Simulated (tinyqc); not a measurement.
Worked calculation: coherent transport through a tight-binding region between two chains. Computed by tinyqc, a small Python program that keeps every step. Settings: temperature = 300, mu = -0.22. Command: `OMP_NUM_THREADS=1 python tinyqc.py 24824 24825 out.jsonl` (the two numbers bound the seeds that draw the settings). One thread of a shared host (Intel(R) Xeon(R) Processor @ 2.60GHz), about 0.08 s of CPU time with the checks.

## Transmission at E = -0.72 eV

H of the central region (eV):
```
[[-0.140000, -1.280000, 0.000000, 0.000000],
 [-1.280000, -0.390000, -1.500000, 0.000000],
 [0.000000, -1.500000, 0.680000, -1.750000],
 [0.000000, 0.000000, -1.750000, 0.630000]]
```

Leads: semi-infinite chains with site energy 0:
```
parameter                           value
lead hopping t (eV)              2.670000
coupling to the left lead (eV)   1.200000
coupling to the right lead (eV)  1.260000
left contact site                       1
right contact site                      4
```

E = -0.720000 eV

Surface Green function g = (E - i sqrt(4 t^2 - E^2)) / (2 t^2); self-energy tc^2 g on each contact site; G = (E - H - Sigma)^(-1); Gamma = -2 Im Sigma; T = Gamma_L Gamma_R |G_LR|^2; local density of states -Im G_ii / pi.

g = -0.050499-0.371112i 1/eV

G (1/eV):
```
[[-0.037987-0.912058i, 0.385410-0.345602i, 0.117206+0.702257i, -0.236587+0.858036i],
 [0.385410-0.345602i, 0.008454-0.297876i, 0.339643+0.229381i, 0.264468+0.438827i],
 [0.117206+0.702257i, 0.339643+0.229381i, -0.025294-0.548796i, 0.260071-0.635649i],
 [-0.236587+0.858036i, 0.264468+0.438827i, 0.260071-0.635649i, -0.018630-0.884656i]]
```

local density of states (1/eV): [0.290317, 0.094817, 0.174687, 0.281595]

transmission = 0.997717

## Transmission across the band

The same steps on a grid of energies.

T(E):
```
E (eV)              T
-5.07300000  0.000007
-4.56570000  0.000049
-4.05840000  0.000240
-3.55110000  0.001268
-3.04380000  0.009867
-2.53650000  0.257234
-2.02920000  0.360093
-1.52190000  0.287630
-1.01460000  0.691469
-0.50730000  0.877468
0.00000000   0.531617
0.50730000   0.634190
1.01460000   0.887582
1.52190000   0.268941
2.02920000   0.110834
2.53650000   0.114108
3.04380000   0.193795
3.55110000   0.008017
4.05840000   0.000884
4.56570000   0.000138
5.07300000   0.000016
```

levels of the isolated region (eV): [-2.305292, -0.713049, 0.925442, 2.872899]

## Current

I = (2e/h) int T(E) [f(E - mu - V/2) - f(E - mu + V/2)] dE at 300 K with mu = -0.22 eV, the bias not changing H; 2e^2/h = 77.48092 microsiemens; the integral runs over the band on 4001 points.

Current:
```
V (volt)  I (microampere)
0.010000         0.485229
0.050000         2.426929
0.100000         4.858745
0.200000         9.756307
0.400000        19.813400
0.800000        41.638201
```
